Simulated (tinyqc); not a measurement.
Hot carriers by balance equations with a heated Maxwellian: one step, computed by the program tinyqc.

The carriers follow a Maxwellian at an electron temperature T_e, slightly displaced; the drift energy is neglected against k_B T_e. The balance averages the rate, not the time, so mu_0 lies below the relaxation-time value.

Problem. First iteration. Parabolic band: E = hbar^2 k^2/(2 m), speed v = hbar k/m, states per spin, volume and energy g(E) = m k/(2 pi^2 hbar^2). Masses are multiplied by m_0 and all formulas are in SI units. Phonon occupation N_q = 1/(exp(hbar w/(k_B T)) - 1). Acoustic deformation potential (elastic, equipartition, absorption and emission together): 1/tau = 2 pi k_B T D_A^2 g(E)/(hbar rho v_l^2). Optical or intervalley deformation potential: 1/tau = (pi Z_f D_o^2/(rho w)) [N_q g(E + hbar w) + (N_q + 1) g(E - hbar w)], with g = 0 below the band edge. Averages over the Maxwellian, <y> = int y x^(1/2) exp(-x) dx / int x^(1/2) exp(-x) dx with x = E/(k_B T_e), split at x_0 = hbar w/(k_B T_e): 64 Gauss-Legendre points in sqrt(x) below it and 128 in sqrt(x - x_0) above it, up to x = 32. Momentum balance: mu(T_e) = e/(m nu), nu = <x (sum of rates)>/<x>. Power lost per carrier: P(T_e) = hbar w <emission rate - absorption rate> + <(2 m v_l^2/(k_B T)) (E - 2 k_B T) acoustic rate>. Newton: h(T_e) = P - e mu F^2, T_new = T_e - h/h', with h' by a central difference of +/- 0.5 K, limited to the range T to 3 T_e. Start at T_e = 1.5 T.

Inputs (values chosen for the exercise, modelled on electrons in silicon):

| quantity | value | unit |
|---|---|---|
| effective mass m | 0.321 | m_0 |
| density rho | 2329 | kg/m^3 |
| sound velocity v_l | 8800 | m/s |
| acoustic deformation potential D_A | 9.2 | eV |
| phonon energy hbar w | 62.4 | meV |
| optical or intervalley deformation potential D_o | 4.3 | 1e8 eV/cm |
| final valleys Z_f | 5 | - |
| lattice temperature T | 250 | K |
| electric field F | 1.1 | kV/cm |

Band: parabolic. Solver: Newton.

Constants: k_B = 8.617333262e-05 eV/K; k_B = 1.380649e-23 J/K; e = 1.602176634e-19 C; hbar = 1.054571817e-34 J s; m_0 = 9.1093837015e-31 kg; hbar = 6.582119569e-16 eV s.

Give: mu at the start; P at the start; new T_e.

Solution.

mu at the start = 1226 cm^2/(V s)

P at the start = 2.598e+10 eV/s

new T_e = 270.3 K
